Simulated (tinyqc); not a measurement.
## Bandgap voltage reference from two bipolar transistors: output against temperature

Two transistors of area 1 and N carry the same current I. Is(T) = Is (T/T0)^eta exp[(Vg0 q/kB)(1/T0 - 1/T)], VBE1 = Vt ln(I/Is(T)) + I rb, VBE2 = Vt ln(I/(N Is(T))) + I rb/N. The amplifier forces I R1(T) = VBE1 - VBE2 + Vos, with R(T) = R (1 + tc (T - T0)) for both resistors, and the output is Vref = VBE1 + I R2(T). Base currents and the Early effect are neglected.

Vt = kB T/q; I = (Vt ln N + Vos)/(R1(T) - rb (1 - 1/N)).

Inputs (values chosen for the exercise); values of the order met in silicon bipolar transistors: reference temperature T0 = 300 K; band-gap voltage extrapolated to 0 K Vg0 = 1.168 V; temperature exponent of the saturation current eta = 3.4; saturation current of the unit transistor at T0 Is = 1.9e-17 A; area ratio of the second transistor N = 8; resistor across which the difference of VBE falls, at T0 R1 = 6.3 kohm; temperature coefficient of both resistors tc = 0 ppm/K; offset of the amplifier Vos = 0 mV; series resistance of the unit transistor rb = 0 ohm; output resistor at T0 R2 = 64.75 kohm.

Constants: q = 1.602176634e-19 C, kB = 1.380649e-23 J/K. Results are converted to the units shown.

Output against temperature:
```
T (K)  I (uA)  VBE1 (V)  I R2 (V)  Vref (V)  Vref - Vref(T0) (mV)  dVref/dT (uV/K)
218     6.201    0.8377    0.4015     1.239                -6.961            119.7
233     6.627    0.8117    0.4291     1.241                -5.270            105.9
253     7.196    0.7769    0.4660     1.243                -3.325            88.87
273     7.765    0.7416    0.5028     1.244                -1.707            73.13
298     8.476    0.6972    0.5488     1.246               -0.1086            55.01
323     9.187    0.6523    0.5949     1.247                 1.056            38.35
348     9.898    0.6070    0.6409     1.248                 1.819            22.93
373     10.61    0.5614    0.6870     1.248                 2.211            8.582
398     11.32    0.5154    0.7330     1.248                 2.256           -4.835
423     12.03    0.4691    0.7790     1.248                 1.976           -17.43
```

VBE1 falls by 1.80 mV/K on average and I R2 rises by 1.84 mV/K. The slope of Vref vanishes at T = 389 K. Between 233 and 398 K Vref spans 7.55 mV, or 36.7 ppm/K by the box method (span over the average over T, over 165 K).

Computed by the program tinyqc: `OMP_NUM_THREADS=1 python tinyqc.py 2062145 2062146 out.jsonl`, one thread of a shared Intel Xeon 2.30GHz, about 0.02 s for the whole run.
